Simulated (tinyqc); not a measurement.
# Carrier lifetime of an n-type layer with SRH, radiative, Auger and surface recombination: effects of single changes

Uniform excess density dn = dp (no trapping), n = n0 + dn, p = p0 + dn, Boltzmann statistics, full ionisation. Surfaces enter as a rate 2 S dn/d, which holds while diffusion to them is fast.

Inputs (values chosen for the exercise); band and dielectric values close to those of silicon: temperature T = 300 K; band gap Eg = 1.13 eV; conduction-band density of states at T Nc = 2.83e19 cm^-3; valence-band density of states at T Nv = 2.67e19 cm^-3; radiative coefficient B = 4.78e-15 cm^3/s; donor density N = 6.6e17 cm^-3; Auger coefficient (two electrons) Cn = 2e-31 cm^6/s; Auger coefficient (two holes) Cp = 1.7e-31 cm^6/s; trap density Nt = 5e13 cm^-3; capture cross-section for electrons sn = 1e-16 cm^2; capture cross-section for holes sp = 5e-17 cm^2; thermal velocity (both carriers) vth = 1.2e7 cm/s; trap level below the conduction band Et = 0.51 eV; surface recombination velocity (both faces) S = 0 cm/s; sample thickness d = 400 um.

Constants: q = 1.602176634e-19 C, kB = 1.380649e-23 J/K, Vt = kB T/q. Results are converted to the units shown.

Each table varies one quantity; the others keep the values above.

## Lifetime against injection

ni = sqrt(Nc Nv) exp(-Eg/(2 Vt)), Eg in volts; majority density N/2 + sqrt(N^2/4 + ni^2), n0 p0 = ni^2; n1 = Nc exp(-Et/Vt), p1 = Nv exp((Et - Eg)/Vt); tn0 = 1/(sn vth Nt), tp0 = 1/(sp vth Nt). With e = n p - ni^2 = dn (n0 + p0 + dn): U_SRH = e/(tp0 (n + n1) + tn0 (p + p1)), U_rad = B e, U_Aug = (Cn n + Cp p) e, U_s = 2 S dn/d. Each tau is dn over its rate; tau = dn/U with U the sum.

Result of one run:
```
dn (cm^-3)	tau_SRH (s)	tau_rad (s)	tau_Aug (s)	tau (s)	radiative share (%)	largest path
1e14	3.334e-5	3.169e-4	1.147e-5	8.312e-6	2.623	Auger
```

What becomes of these results when the excess density dn is changed from 1e14 to 1e19 cm^-3, all else the same?

Result of the changed run:
```
dn (cm^-3)	tau_SRH (s)	tau_rad (s)	tau_Aug (s)	tau (s)	radiative share (%)	largest path
1e19	4.897e-5	1.963e-5	2.448e-8	2.444e-8	0.1245	Auger
```

The whole series:
```
dn (cm^-3)	tau_SRH (s)	tau_rad (s)	tau_Aug (s)	tau (s)	radiative share (%)	largest path
1e11	3.333e-5	3.170e-4	1.148e-5	8.314e-6	2.623	Auger
1e12	3.333e-5	3.170e-4	1.148e-5	8.314e-6	2.623	Auger
1e13	3.333e-5	3.170e-4	1.148e-5	8.314e-6	2.623	Auger
1e14	3.334e-5	3.169e-4	1.147e-5	8.312e-6	2.623	Auger
1e15	3.336e-5	3.165e-4	1.143e-5	8.290e-6	2.619	Auger
1e16	3.358e-5	3.122e-4	1.100e-5	8.071e-6	2.585	Auger
1e17	3.553e-5	2.753e-4	7.786e-6	6.241e-6	2.267	Auger
1e18	4.337e-5	1.260e-4	1.200e-6	1.157e-6	0.9180	Auger
1e19	4.897e-5	1.963e-5	2.448e-8	2.444e-8	0.1245	Auger
```

Auger recombination leads at dn = 1e11 and in all other rows. The total lifetime falls from 8.31e-6 to 2.44e-8 s. tau_SRH goes from 3.33e-5 s (low-injection limit 3.33e-5 s) to 4.90e-5 s (high-injection limit tn0 + tp0 = 5.00e-5 s). Between the last two rows tau_rad goes as dn^(-0.81) and tau_Aug as dn^(-1.69); the radiative share falls from 2.62 to 0.125 %. For dn = 1e19 the carriers are degenerate, where B and the Auger coefficients no longer stay constant.

## Effect of the capture cross-section for electrons at dn = 1e16 cm^-3

Same model as above.

Here dn = 1e16 cm^-3.

The same in every row: tau_rad (s) = 3.1225e-4; tau_Aug (s) = 1.0999e-5.

Effect of the capture cross-section for electrons at dn = 1e16 cm^-3:
```
sn (cm^2)	tau_SRH (s)	tau (s)	radiative share (%)	largest path
5e-20	5.3085e-4	1.0416e-5	3.3359	Auger
5e-19	8.3085e-5	9.4200e-6	3.0168	Auger
5e-18	3.8308e-5	8.3177e-6	2.6638	Auger
5e-17	3.3831e-5	8.0854e-6	2.5894	Auger
5e-16	3.3383e-5	8.0595e-6	2.5811	Auger
5e-15	3.3338e-5	8.0569e-6	2.5803	Auger
5e-14	3.3334e-5	8.0566e-6	2.5802	Auger
```

Read the table: what changes, and by how much?

Auger recombination leads at sn = 5e-20 and in all other rows. tau_SRH falls from 5.31e-4 to 3.33e-5 s and the total lifetime falls from 1.04e-5 to 8.06e-6 s.

Computed by the program tinyqc: `OMP_NUM_THREADS=1 python tinyqc.py 2300041 2300042 out.jsonl`, one thread of a shared Intel Xeon 2.30GHz, about 0.01 s for the whole run.
